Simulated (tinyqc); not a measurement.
# Gated two-dimensional channel with two bands, quantum capacitance: effect of the in-plane mass

phi is the Fermi level above the lowest band edge, in volts; Vg is counted from the gate voltage at which an empty channel would have phi = 0. The channel has no thickness; trap charge is -q Dit phi.

D1 = gv md m0 q/(pi hbar^2), D2 = g2 m2 m0 q/(pi hbar^2) per eV; n1 = D1 Vt ln(1 + exp(phi/Vt)), n2 = D2 Vt ln(1 + exp((phi - E2)/Vt)), n = n1 + n2; Cq = q dn/dphi = q [D1/(1 + exp(-phi/Vt)) + D2/(1 + exp((E2 - phi)/Vt))]. Cox = eps0 eox/tox; Vg = phi + q (n + Dit phi)/Cox. 1/C_G = 1/Cox + 1/(Cq + q Dit); dphi/dVg = Cox/(Cox + Cq + q Dit).

Inputs (values chosen for the exercise); lowest band close to that of a thin germanium body: temperature T = 150 K; relative permittivity of the gate insulator (close to silicon dioxide) eox = 3.9; insulator thickness tox = 1.8 nm; valley degeneracy gv = 1; in-plane mass of a second band, chosen freely m2 = 0.12 m0; valley degeneracy of that band, chosen freely g2 = 1; second band edge above the first E2 = 0.3 eV; density of traps Dit = 0 cm^-2 eV^-1; gate voltage Vg = 0.2 V.

Constants: q = 1.602176634e-19 C, kB = 1.380649e-23 J/K, hbar = 1.054571817e-34 J s, m0 = 9.1093837015e-31 kg, Vt = kB T/q, eps0 = 8.8541878128e-14 F/cm where lengths are in cm. Results are converted to the units shown.

The same in every row: Cox (uF/cm^2) = 1.918.

Effect of the in-plane mass:
```
md (m0)    phi (V)  n (cm^-2)  Cq (uF/cm^2)  C_G (uF/cm^2)  dphi/dVg  share of the second band (%)
0.02        0.1178   9.842e11         1.338         0.7884    0.5890                      4.976e-5
0.034      0.09148   1.299e12         2.274          1.040    0.4576                      4.918e-6
0.057      0.06687   1.594e12         3.793          1.274    0.3359                      5.975e-7
0.097      0.04532   1.852e12         6.303          1.471    0.2333                      9.709e-8
0.16       0.02931   2.044e12         9.703          1.602    0.1651                      2.548e-8
0.28       0.01548   2.209e12         14.39          1.693    0.1176                      8.087e-9
0.47      0.005292   2.331e12         18.90          1.742   0.09213                      3.485e-9
0.8      -0.003578   2.438e12         23.09          1.771   0.07671                      1.678e-9
```

What does the table show?

As md goes from 0.02 to 0.8, Cq rises from 1.34 to 23.1 uF/cm^2, C_G/Cox rises from 0.411 to 0.923 and n rises from 9.84e11 to 2.44e12 cm^-2. Cq is below Cox for md = 0.02; there the density of states limits the response dn/dVg more than the insulator does.

Numbers from tinyqc (`OMP_NUM_THREADS=1 python tinyqc.py 2200031 2200032 out.jsonl`; about 0.01 s on one thread of a shared Intel Xeon 2.30GHz).
